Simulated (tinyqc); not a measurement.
Worked calculation: RHF in the sto-3g basis, for H2, spin multiplicity 1. Computed by tinyqc, a small Python program that keeps every step (integrals from PySCF). Settings: charge = 0, multiplicity = 1, basis = sto-3g, energy threshold = 1e-08, iteration cap = 50, orthogonalisation = canonical, start = random, DIIS depth = 4, method = RHF. Command: `OMP_NUM_THREADS=1 python tinyqc.py 21127 21128 out.jsonl` (the two numbers bound the seeds that draw the settings). One thread of a shared host (Intel(R) Xeon(R) Processor @ 2.60GHz), about 0.03 s of CPU time with the checks. Later iterations appear only in the table of the cycle.

## One-electron integrals

Geometry (angstrom):
```
atom,x,y,z
H,0.000000,0.000000,0.000000
H,0.000000,0.000000,0.695000
```

Basis sto-3g: exponents (1/bohr^2) and contraction coefficients of normalised primitives:
```
element,l (shell),exponent,coefficient
H,s (1),3.425251,0.154329
H,s (1),0.623914,0.535328
H,s (1),0.168855,0.444635
```

Overlap, kinetic and nuclear-attraction integrals over the contracted functions; the nuclear repulsion is the sum of Za Zb / Rab.

nuclear repulsion = 0.76140606 hartree

overlap S:
```
,1H 1s,2H 1s
1H 1s,1.000000,0.689370
2H 1s,0.689370,1.000000
```

kinetic energy T (hartree):
```
,1H 1s,2H 1s
1H 1s,0.760032,0.264701
2H 1s,0.264701,0.760032
```

nuclear attraction V (hartree):
```
,1H 1s,2H 1s
1H 1s,-1.911120,-1.277645
2H 1s,-1.277645,-1.911120
```

core Hamiltonian H = T + V (hartree):
```
,1H 1s,2H 1s
1H 1s,-1.151088,-1.012944
2H 1s,-1.012944,-1.151088
```

## Two-electron integrals

Functions are numbered as in S; the eight-fold symmetry (ij|kl) = (ji|kl) = (kl|ij) leaves the list below.

Two-electron integrals (ij|kl) in chemists' order, unique and non-zero (hartree):
```
i,j,k,l,(ij|kl)
1,1,1,1,0.774606
2,1,1,1,0.470528
2,1,2,1,0.328369
2,2,1,1,0.587024
2,2,2,1,0.470528
2,2,2,2,0.774606
```

## Orthogonalisation

S = U s U^T; canonical form X = U s^(-1/2), so that X^T S X = 1. Each column of U has its largest component positive (the first on a tie).

eigenvalues of S: 0.310630  1.689370

X:
```
,1,2
1H 1s,1.268712,0.544030
2H 1s,-1.268712,0.544030
```

## Starting guess

The start is random orthonormal orbitals; D = 2 C_occ C_occ^T.

D at the start:
```
,1H 1s,2H 1s
1H 1s,1.052373,-1.959804
2H 1s,-1.959804,3.649685
```

## Iteration 1: building the Fock matrix

J_ij = sum D_kl (ij|kl), K_ij = sum D_kl (ik|jl); F = H + J - 0.5 K; E = tr D H + tr D J / 2 - 0.25 tr D K + E_nn.

Coulomb J (hartree):
```
,1H 1s,2H 1s
1H 1s,1.113340,0.925372
2H 1s,0.925372,1.600550
```

exchange K (hartree):
```
,1H 1s,2H 1s
1H 1s,0.169333,0.418461
2H 1s,0.418461,1.328349
```

Fock matrix F (hartree):
```
,1H 1s,2H 1s
1H 1s,-0.122415,-0.296802
2H 1s,-0.296802,-0.214713
```

total energy of this density = 0.16577861 hartree

## Iteration 1: diagonalisation and new density

Diagonalise F' = X^T F X, C = X C', fill 1 alpha and 1 beta electrons from the bottom; D = 2 C_occ C_occ^T. Each column has its largest component positive (the first on a tie).

F' = X^T F X (hartree):
```
,1,2
1,0.412831,0.063706
2,0.063706,-0.275467
```

orbital energies (hartree): MO1 -0.281314, MO2 0.418678

coefficients C:
```
,MO1,MO2
1H 1s,0.425803,1.313122
2H 1s,0.657703,-1.213682
```

D after iteration 1:
```
,1H 1s,2H 1s
1H 1s,0.362617,0.560104
2H 1s,0.560104,0.865146
```

## Iteration 2: building the Fock matrix

As before.

Coulomb J (hartree):
```
,1H 1s,2H 1s
1H 1s,1.315836,0.945539
2H 1s,0.945539,1.410101
```

exchange K (hartree):
```
,1H 1s,2H 1s
1H 1s,1.092062,1.090412
2H 1s,1.090412,1.316309
```

Fock matrix F (hartree):
```
,1H 1s,2H 1s
1H 1s,-0.381284,-0.612611
2H 1s,-0.612611,-0.399141
```

total energy of this density = -1.09749316 hartree

## Iteration 2: DIIS over 2 matrices

error matrix X^T (FDS - SDF) X:
```
,1,2
1,0.000000,-0.214126
2,0.214126,0.000000
```

B (overlaps of the stored error matrices):
```
,1,2
1,9.5420257e-01,2.9580399e-01
2,2.9580399e-01,9.1699608e-02
```

Minimise |sum c_i e_i|^2 with sum c_i = 1: solve [B -1; -1 0][c; lambda] = [0; -1] with B_ij = tr e_i^T e_j, and take F = sum c_i F_i.

DIIS coefficients: -0.449278  1.449278

extrapolated F (hartree):
```
,1H 1s,2H 1s
1H 1s,-0.497588,-0.754497
2H 1s,-0.754497,-0.482001
```

## Iteration 2: diagonalisation and new density

As before.

F' = X^T F X (hartree):
```
,1,2
1,0.852148,-0.010758
2,-0.010758,-0.736542
```

orbital energies (hartree): MO1 -0.736615, MO2 0.852221

coefficients C:
```
,MO1,MO2
1H 1s,0.552608,-1.264999
2H 1s,0.535427,1.272366
```

D after iteration 2:
```
,1H 1s,2H 1s
1H 1s,0.610751,0.591762
2H 1s,0.591762,0.573363
```

## Iteration 3: building the Fock matrix

As before.

Coulomb J (hartree):
```
,1H 1s,2H 1s
1H 1s,1.366551,0.945792
2H 1s,0.945792,1.359537
```

exchange K (hartree):
```
,1H 1s,2H 1s
1H 1s,1.218248,1.098854
2H 1s,1.098854,1.201564
```

Fock matrix F (hartree):
```
,1H 1s,2H 1s
1H 1s,-0.393661,-0.616579
2H 1s,-0.616579,-0.392333
```

total energy of this density = -1.11708298 hartree

## Iteration 3: DIIS over 3 matrices

error matrix X^T (FDS - SDF) X:
```
,1,2
1,0.000000,0.016006
2,-0.016006,0.000000
```

B (overlaps of the stored error matrices), lower triangle:
```
,1,2,3
1,9.5420257e-01
2,2.9580399e-01,9.1699608e-02
3,-2.2111547e-02,-6.8546072e-03,5.1238648e-04
```

As before.

DIIS coefficients: -0.116397  0.427005  0.689392

extrapolated F (hartree):
```
,1H 1s,2H 1s
1H 1s,-0.419948,-0.652106
2H 1s,-0.652106,-0.415914
```

## Iteration 3: diagonalisation and new density

As before.

F' = X^T F X (hartree):
```
,1,2
1,0.753868,-0.002784
2,-0.002784,-0.633394
```

orbital energies (hartree): MO1 -0.633400, MO2 0.753873

coefficients C:
```
,MO1,MO2
1H 1s,0.546575,-1.267617
2H 1s,0.541482,1.269801
```

D after iteration 3:
```
,1H 1s,2H 1s
1H 1s,0.597488,0.591921
2H 1s,0.591921,0.586407
```

## Iteration 7 (converged): orbitals

converged F (hartree):
```
,1H 1s,2H 1s
1H 1s,-0.393012,-0.616601
2H 1s,-0.616601,-0.393012
```

As before.

F' = X^T F X (hartree):
```
,1,2
1,0.719789,0.000000
2,0.000000,-0.597627
```

orbital energies (hartree): MO1 -0.597627, MO2 0.719789

coefficients C:
```
,MO1,MO2
1H 1s,0.544030,1.268712
2H 1s,0.544030,-1.268712
```

D after iteration 7:
```
,1H 1s,2H 1s
1H 1s,0.591937,0.591937
2H 1s,0.591937,0.591937
```

## Convergence

Stop when the energy changes by less than 1e-08 hartree and every element of the error matrix X^T (F D S - S D F) X is below 3e-05.

Course of the cycle:
```
iteration,E (hartree),change,largest element of the error matrix
1,0.16577861,-,6.91e-01
2,-1.09749316,-1.26e+00,2.14e-01
3,-1.11708298,-1.96e-02,1.60e-02
4,-1.11718184,-9.89e-05,4.74e-03
5,-1.11718810,-6.26e-06,2.78e-03
6,-1.11719137,-3.26e-06,3.74e-06
7,-1.11719137,-5.92e-12,6.08e-09
```

PySCF RHF in the same basis = -1.11719137 hartree

Converged in 7 iterations.

## Populations, bond orders and dipole

Mulliken: Z minus the diagonal of D S on the atom; Loewdin: the same with S^(1/2) D S^(1/2); Mayer order: 2 sum_s sum (D(s) S)_ij (D(s) S)_ji over the two atoms.

Charges (e):
```
atom,Mulliken,Loewdin
1H,7.30e-10,5.29e-10
2H,-7.30e-10,-5.29e-10
```

Mayer bond orders:
```
pair,order
2-1,1.000000
```

dipole moment about the origin, x y z (debye): 0.000000  0.000000  0.000000
